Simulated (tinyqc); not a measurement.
Worked calculation: Hueckel theory of the pi electrons with the omega technique, for the molecule BC=CC=O (SMILES; centres numbered as the heavy atoms are written). One step of it, computed by the program tinyqc.

Question. Orbitals, round 1. Diagonalise; E = alpha + x beta with beta < 0, so the largest x are filled first; degenerate levels share their electrons. P = sum n_i c_ri c_si; each orbital has its largest coefficient positive (the first on a tie).

Hueckel matrix in units of beta (H = alpha + beta A):
```
,1B,2C,3C,4C,5O
1B,-1.000000,0.700000,0.000000,0.000000,0.000000
2C,0.700000,0.000000,1.000000,0.000000,0.000000
3C,0.000000,1.000000,0.000000,1.000000,0.000000
4C,0.000000,0.000000,1.000000,0.000000,1.000000
5O,0.000000,0.000000,0.000000,1.000000,1.000000
```

pi electrons, sum of z_r less the charge = 4

Give: x values; occupations; coefficients; charge and bond-order matrix P.

Answer.

x values: 1.8892  1.0844  -0.1284  -1.1306  -1.7146

occupations: 2.0000  2.0000  0.0000  0.0000  0.0000

coefficients:
```
,MO1,MO2,MO3,MO4,MO5
1B,0.0616,0.2038,0.4230,0.7177,0.5105
2C,0.2543,0.6069,0.5267,-0.1339,-0.5212
3C,0.4372,0.5155,-0.3637,-0.3510,0.5363
4C,0.5718,-0.0479,-0.4800,0.5308,-0.3983
5O,0.6430,-0.5675,0.4254,-0.2491,0.1467
```

charge and bond-order matrix P:
```
,1B,2C,3C,4C,5O
1B,0.0907,0.2788,0.2640,0.0509,-0.1521
2C,0.2788,0.8661,0.8481,0.2326,-0.3619
3C,0.2640,0.8481,0.9139,0.4506,-0.0228
4C,0.0509,0.2326,0.4506,0.6585,0.7897
5O,-0.1521,-0.3619,-0.0228,0.7897,1.4709
```
